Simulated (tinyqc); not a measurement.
Drifting, spreading and decaying minority pulse (Haynes-Shockley), backward Euler time steps: course in time.

Low injection in a uniform field: dn/dt = D d2n/dx2 - v dn/dx - n/tau with D = mu Vt and v = mu F towards +x. Exact solution on an infinite bar for a Gaussian start at x0: n = N0 exp(-t/tau) exp(-(x - x0 - v t)^2/(2 s^2))/sqrt(2 pi s^2), s^2 = s0^2 + 2 D t.

Exponentially fitted fluxes: d = F hx/Vt, B(d) = d/(exp(d) - 1), k = D dt/hx^2; (L n)_i = a n_(i-1) + b n_i + c n_(i+1) with a = k B(-d), c = k B(d), b = -a - c - dt/tau. Explicit steps keep n positive for dt up to 1/[(D/hx^2)(B(d) + B(-d)) + 1/tau].

Start: Nodes x_i = i hx, i = 1 to 12, n = 0 at nodes 0 and 13; the Gaussian at t = 0 with x0 = 4 hx.

(L n)_i = a n_(i-1) + b n_i + c n_(i+1), n = 0 beyond the ends. Backward Euler step: solve n(new) - L n(new) = n.

The same steps, now on nodes 1 to 60 (n = 0 at nodes 0 and 61), for 24 steps; centre = sum x n/sum n. Deviations are from the exact pulse, as a share of its largest value on the nodes; a run counts as stable if they stay under 100 %.

Parameters, values chosen for the exercise; mobility close to that of silicon at room temperature: temperature T = 250 K; minority-carrier mobility mu = 461 cm^2/(V s); sweep field along the drift F = 46 V/cm; mesh step hx = 5.1 um; lifetime tau = 3.5e-7 s; injected sheet density N0 = 7e11 cm^-2; time step dt = 9.7e-9 s; initial width (standard deviation) s0 = 5.4 um.

Constants: q = 1.602176634e-19 C, kB = 1.380649e-23 J/K, Vt = kB T/q. Results are converted to the units shown.

Course of the iteration:

| step | hx sum n (cm^-2) | centre (um) | most negative n (cm^-3), 0 if none | largest deviation (% of the peak) |
|---|---|---|---|---|
| 1 | 6.79500e11 | 22.4503 | 0 | 9.01 |
| 2 | 6.59617e11 | 24.5048 | 0 | 13.4 |
| 3 | 6.40303e11 | 26.5648 | 0 | 13.1 |
| 4 | 6.21632e11 | 28.6263 | 0 | 15.0 |
| 5 | 6.03623e11 | 30.6869 | 0 | 14.5 |
| 6 | 5.86264e11 | 32.7450 | 0 | 14.9 |
| 7 | 5.69529e11 | 34.7997 | 0 | 14.9 |
| 8 | 5.53386e11 | 36.8505 | 0 | 14.5 |
| 9 | 5.37803e11 | 38.8972 | 0 | 15.0 |
| ... | ... | ... | ... | ... |
| 16 | 4.41951e11 | 53.1240 | 0 | 14.7 |
| 17 | 4.29874e11 | 55.1451 | 0 | 14.2 |
| 18 | 4.18149e11 | 57.1641 | 0 | 14.6 |
| 19 | 4.06762e11 | 59.1812 | 0 | 14.4 |
| 20 | 3.95699e11 | 61.1967 | 0 | 14.4 |
| 21 | 3.84950e11 | 63.2107 | 0 | 14.5 |
| 22 | 3.74503e11 | 65.2233 | 0 | 14.3 |
| 23 | 3.64349e11 | 67.2348 | 0 | 14.5 |
| 24 | 3.54476e11 | 69.2452 | 0 | 14.2 |

Is this run stable, and what does its course show?

Yes. The run is stable. After 24 steps the deviation is 14 % of the peak. From step 1 to the last the centre has moved at 0.989 v and the content is 1.5 % below N0 exp(-t/tau). On an endless mesh these steps would give a speed of 0.973 v and a content of 1.01 times the exact one, from dt/tau = 0.0277 alone; the rest comes from the absorbing ends.

Program tinyqc, `OMP_NUM_THREADS=1 python tinyqc.py 2310032 2310033 out.jsonl`; Intel Xeon 2.30GHz, shared host, one thread, about 0.01 s.
